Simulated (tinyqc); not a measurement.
Superjunction drift layer against a plain one, charge balance: one step of the calculation.

Alternating n and p pillars of equal width wp, doping N and length Lp. When depleted, the lateral field peaks at Ex = q N wp/(2 eps0 eps_r) at the pillar junctions and a uniform vertical field Ey is added; breakdown is taken where Ex^2 + Ey^2 = Ef^2. Only the n pillars conduct, narrowed by the zero-bias depletion. A first-order model: the field peaks at the pillar ends are left out.

Question. Doping of the plain drift layer. Ec(N) = E16 (N/1e16 cm^-3)^(1/8); N(new) = eps0 eps_r Ec(N)^2/(2 q BV).

Inputs (values chosen for the exercise); values close to those of gallium nitride:
- eps_r = 9.45 (relative permittivity of the semiconductor)
- E16 = 2.99 MV/cm (critical field at a doping of 1e16 cm^-3)
- BV = 2300 V (wanted breakdown voltage)

Constants: q = 1.602176634e-19 C, eps0 = 8.8541878128e-14 F/cm where lengths are in cm. Results are converted to the units shown.

N after iteration 1 = 3.2096279e15 cm^-3

Give: Ec; N after iteration 2.

Answer.

Ec = 2.5940 MV/cm
N after iteration 2 = 7.6396e15 cm^-3

Numbers from tinyqc (`OMP_NUM_THREADS=1 python tinyqc.py 2590118 2590119 out.jsonl`; about 0.01 s on one thread of a shared Intel Xeon 2.30GHz).
